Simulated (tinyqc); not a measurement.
Free and trapped electrons in a MOS channel with a dense trap tail: effect of the acceptor density.

p-type body, charge-sheet picture, full ionisation (an idealisation for deep acceptors), Boltzmann statistics for free electrons. e = Ec - EF at the surface. Acceptor-like traps of density D(E) = D0 + De exp(-E/Ew) at depth E below Ec, from 0 to Eu, hold n_t = integral of D(E)/(1 + exp((e - E)/Vt)). psi = Eg - Vt ln(Nv/Na) - e; N_dep = sqrt(2 eps0 eps_r Na (psi - Vt)/q); n_f = sqrt(N_dep^2 + 2 eps0 eps_r Vt Nc exp(-e/Vt)/q) - N_dep; Vg = Vfb + psi + q (N_dep + n_t + n_f)/Cox, Cox = eps0 eox/tox.

Vfb is held fixed. VT is the Vg for n_f = 1e11 cm^-2; swing ln 10 n_f/(dn_f/dVg) at n_f = 1e8 cm^-2; the last three columns are for Vg = VT + 4.4 V, with free share n_f/(n_f + n_t) and field-effect mobility mf q (dn_f/dVg)/Cox; there EF is near the band edge, where Boltzmann statistics are rough.

Inputs (values chosen for the exercise); band and dielectric values close to those of silicon:
- T = 400 K (temperature)
- Eg = 1.14 eV (band gap)
- eps_r = 11.7 (relative permittivity)
- Nc = 4.31e19 cm^-3 (conduction-band density of states at T)
- Nv = 4.03e19 cm^-3 (valence-band density of states at T)
- eox = 3.9 (relative permittivity of the insulator)
- tox = 55 nm (insulator thickness)
- Vfb = -0.76 V (flat-band voltage without trapped charge)
- D0 = 3.5e10 cm^-2 eV^-1 (constant background density of acceptor-like traps)
- De = 1.3e13 cm^-2 eV^-1 (density of the tail at the conduction edge)
- Ew = 0.07 eV (decay energy of the tail)
- Eu = 0.54 eV (depth below Ec down to which the traps reach)
- mf = 120 cm^2/(V s) (mobility of free electrons)

Constants: q = 1.602176634e-19 C, kB = 1.380649e-23 J/K, Vt = kB T/q, eps0 = 8.8541878128e-14 F/cm where lengths are in cm. Results are converted to the units shown.

Results:
```
Na (cm^-3)	e at VT (eV)	VT (V)	q n_t/Cox at VT (V)	swing (mV/decade)	n_f (cm^-2)	free share (%)	field-effect mobility (cm^2/(V s))
1e15	0.2273	0.4137	0.1635	120.6	1.411e12	77.65	98.58
2e15	0.2187	0.5596	0.1817	128.6	1.410e12	77.33	98.71
6e15	0.2031	0.8988	0.2204	147.8	1.405e12	76.57	98.98
1e16	0.1951	1.122	0.2432	160.5	1.400e12	76.07	99.12
3e16	0.1771	1.825	0.3044	200.1	1.383e12	74.60	99.44
8e16	0.1602	2.855	0.3755	256.2	1.357e12	72.75	99.64
5e17	0.1277	6.816	0.5603	458.0	1.272e12	67.86	99.15
```

Estimate the missing row, Na = 2e17 cm^-3.

Computed row:
```
Na (cm^-3)	e at VT (eV)	VT (V)	q n_t/Cox at VT (V)	swing (mV/decade)	n_f (cm^-2)	free share (%)	field-effect mobility (cm^2/(V s))
2e17	0.1441	4.388	0.4587	336.4	1.321e12	70.53	99.60
```

With this row back in the table: As Na goes from 1e15 to 5e17, VT rises from 0.414 to 6.82 V, its part due to traps rises from 0.164 to 0.560 V, the swing rises from 121 to 458 mV/decade and the field-effect mobility goes from 98.6 through a maximum of 99.6 (at Na = 8e16 among the rows listed) to 99.1 cm^2/(V s). Most of the rise of VT is depletion charge; the trap part grows since the same n_f needs EF nearer the band edge at heavier doping.

Numbers from tinyqc (`OMP_NUM_THREADS=1 python tinyqc.py 2222094 2222095 out.jsonl`; about 0.03 s on one thread of a shared Intel Xeon 2.30GHz).
